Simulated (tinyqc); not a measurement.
Worked calculation: plane-wave Kohn-Sham cycle with exchange-only LDA in a layered model solid. One step of it, computed by the program tinyqc.

Problem. Iteration 1: levels at that k. Diagonalise the Hermitian matrix.

H (hartree), order -2, -1, +0, +1, +2:
$$\begin{pmatrix}
-0.014793 & -0.060000 & 0.040000 & 0.000000 & 0.000000 \\
-0.060000 & -0.185547 & -0.060000 & 0.040000 & 0.000000 \\
0.040000 & -0.060000 & -0.219698 & -0.060000 & 0.040000 \\
0.000000 & 0.040000 & -0.060000 & -0.117246 & -0.060000 \\
0.000000 & 0.000000 & 0.040000 & -0.060000 & 0.121811
\end{pmatrix}$$

Give: eigenvalues.

Solution.

eigenvalues (hartree): [-0.271, -0.213, -0.097, 0.020, 0.146]
